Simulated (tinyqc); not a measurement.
Worked calculation: polytypes and stacking faults of a tetrahedral semiconductor in an axial Ising model with couplings up to third neighbours. Computed by tinyqc, a small Python program that keeps every step. Command: `OMP_NUM_THREADS=1 python tinyqc.py 3009060 3009061 out.jsonl polytype walk`. One thread of a shared host (Intel(R) Xeon(R) Processor @ 2.30GHz), about 0.01 s of CPU time with the checks. Intermediate numbers are printed to about 6 digits and carried at full precision; extremes and crossings named in words are read from the listed rows.

Each double layer has s = +1 or -1 for the sense of its stacking step; E per pair of atoms = E0 - sum_n J_n <s_i s_(i+n)>, n = 1, 2, 3. Hexagonality h = (1 - <s_i s_(i+1)>)/2.

Inputs (values chosen for the exercise, of the order of those of GaN for J, a, G and the gaps):

| quantity | value | unit |
|---|---|---|
| J1 | -5.75 | meV/pair |
| J2 | -0.409 | meV/pair |
| J3 | 0.15 | meV/pair |
| basal lattice constant a | 3.19 | angstrom |
| shear modulus G | 122 | GPa |
| Poisson ratio nu | 0.21 | - |
| gap of 3C | 3.3 | eV |
| gap of 4H | 3.4 | eV |
| binding energy of the fault level E_b | 0.062 | eV |
| in-plane mass m | 0.38 | m0 |
| effective density of states N_c at 300 K | 1.4e+19 | 1/cm^3 |
| electron density n | 6.8e+18 | 1/cm^3 |
| temperature T | 400 | K |

Host polytype: 2H.

Constants: 1 eV/angstrom^2 = 16.02176634 J/m^2; m_0 = 9.1093837015e-31 kg; hbar = 1.054571817e-34 J s; k_B = 1.380649e-23 J/K; k_B = 8.617333262e-05 eV/K.

## Energies of the polytypes

correlations of the repeat units 3C (+), 2H (+-), 4H (++--), 6H (+++---), 15R (+++--), 8H (++++----), 21R (++++---), 9R (++-):
```
        n = 1     n = 2     n = 3
3C    1.00000   1.00000   1.00000
2H   -1.00000   1.00000  -1.00000
4H    0.00000  -1.00000   0.00000
6H    0.33333  -0.33333  -1.00000
15R   0.20000  -0.60000  -0.60000
8H    0.50000   0.00000  -0.50000
21R   0.42857  -0.14286  -0.71429
9R   -0.33333  -0.33333   1.00000
```

E - E(3C) = sum_n J_n (1 - C_n), C_n = <s_i s_(i+n)>. The gap is taken linear in h between 3C (h = 0) and 4H (h = 1/2), a rough rule, with a dash beyond.

Polytypes:

| polytype | h | E - E(3C) (meV/pair) | gap by the linear rule (eV) |
|---|---|---|---|
| 3C | 0.00000 | 0.0000 | 3.30000 |
| 2H | 1.00000 | -11.2000 | - |
| 4H | 0.50000 | -6.4180 | 3.40000 |
| 6H | 0.33333 | -4.0787 | 3.36667 |
| 15R | 0.40000 | -5.0144 | 3.38000 |
| 8H | 0.25000 | -3.0590 | 3.35000 |
| 21R | 0.28571 | -3.4960 | 3.35714 |
| 9R | 0.66667 | -8.2120 | - |

E(2H) - E(3C) = -11.2 meV/pair

E(4H) - E(3C) = -6.418 meV/pair

E(6H) - E(3C) = -4.07867 meV/pair

The lowest is 2H, 2.988 meV/pair below 9R. J1/|J2| = -14.06: for J3 = 0 and J2 < 0 the ground state is 2H below -2, 4H between -2 and 2, and 3C above 2; at 2 itself all periods with bands of two or more layers are degenerate.

## Back from three energies to J1, J2, J3

With d2, d4, d6 the energies of 2H, 4H, 6H over 3C: d2 = 2 J1 + 2 J3, d4 = J1 + 2 J2 + J3, d6 = (2/3) J1 + (4/3) J2 + 2 J3, so J2 = (d4 - d2/2)/2, J3 = (3/4)(d6 - (2/3) d4), J1 = d2/2 - J3.

J1 recovered = -5.75 meV/pair

J2 recovered = -0.409 meV/pair

J3 recovered = 0.150000 meV/pair

## Stacking-fault energies

fault coefficients k_n:
```
    J1  J2  J3
I1  -2   4  -6
I2  -4   4  -4
E   -6   4  -6
```

Faults in 2H: the sequences I1 (+), I2 (++), E (+++) are put between perfect repeats; k_n = (layers x C_n of the host) - sum_i s_i s_(i+n). gamma = sum k_n J_n/A, A = (sqrt 3/2) a^2; 1 meV/angstrom^2 = 16.02177 mJ/m^2.

gamma (mJ/m^2): I1 16.2967, I2 37.7493, E 58.1112

energy of the glide fault, I2 = 37.7493 mJ/m^2

The cheapest is the I1 fault.

## Splitting of a basal screw dislocation

Screw line, bounded by the I2 fault of energy gamma: b = a, partials b_p = a/sqrt 3; d = G b_p^2 (2 - 3 nu)/(8 pi gamma (1 - nu)). One partial is driven off by the shear stress gamma/b_p along its Burgers vector.

splitting width d = 7.56422 nm

stress to open the fault = 204.965 MPa

## Electronic energy gained by the fault

The fault binds electrons in a two-dimensional band E_b below the conduction edge, g2 = m m0/(pi hbar^2) for one valley. With the Fermi level held by the bulk, eta = ln[n/N_c(T)], N_c(T) = N_c (T/300)^1.5, the grand potential falls by g2 (k_B T)^2 F1(x), x = eta + E_b/(k_B T), F1(x) = integral from 0 to infinity of ln(1 + exp(x - t)) dt; sheet density g2 k_B T ln(1 + e^x). Band bending by the trapped charge is left out, so the gain is an upper bound. Net fault energy = gamma of the I2 fault less the electronic gain.

x = 0.645042

sheet density = 5.83710e+12 1/cm^2

electronic gain = 0.418410 mJ/m^2

net fault energy = 37.3309 mJ/m^2

The gain offsets 1.1 % of the fault energy. Caution: the bulk is near degeneracy, where eta = ln(n/N_c) underestimates the Fermi level. Caution: rows with n above 0.3 N_c(T) are near degeneracy, where eta = ln(n/N_c) underestimates the Fermi level.

## Gain against electron density

The formulas are those given above.

At T:

| n (1/cm^3) | x | sheet density (1/cm^2) | gain (mJ/m^2) | gain/gamma | gain/gamma at T + 200 K |
|---|---|---|---|---|---|
| 1.00e+14 | -10.4822 | 1.53369e+08 | 8.47000e-06 | 2.24375e-07 | 1.50881e-07 |
| 1.00e+15 | -8.1796 | 1.53349e+09 | 8.46947e-05 | 2.24361e-06 | 1.50878e-06 |
| 1.00e+16 | -5.8771 | 1.53156e+10 | 8.46413e-04 | 2.24219e-05 | 1.50849e-05 |
| 1.00e+17 | -3.5745 | 1.51261e+11 | 8.41143e-03 | 2.22823e-04 | 1.50566e-04 |
| 1.00e+18 | -1.2719 | 1.35202e+12 | 7.94055e-02 | 2.10349e-03 | 1.47833e-03 |
| 5.00e+18 | 0.3376 | 4.79367e+12 | 3.28321e-01 | 8.69739e-03 | 6.87369e-03 |
| 2.00e+19 | 1.7239 | 1.03303e+13 | 8.94365e-01 | 2.36922e-02 | 2.25578e-02 |

For x well below 0 the gain is k_B T times the sheet density and linear in n; for x well above 0 the well fills and the gain grows only about as x^2. It stays below the fault energy in all rows; 200 K more changes it by a factor 0.67 at 1e16.

Checks made by the program: the recovered constants (relative difference below 1e-10).
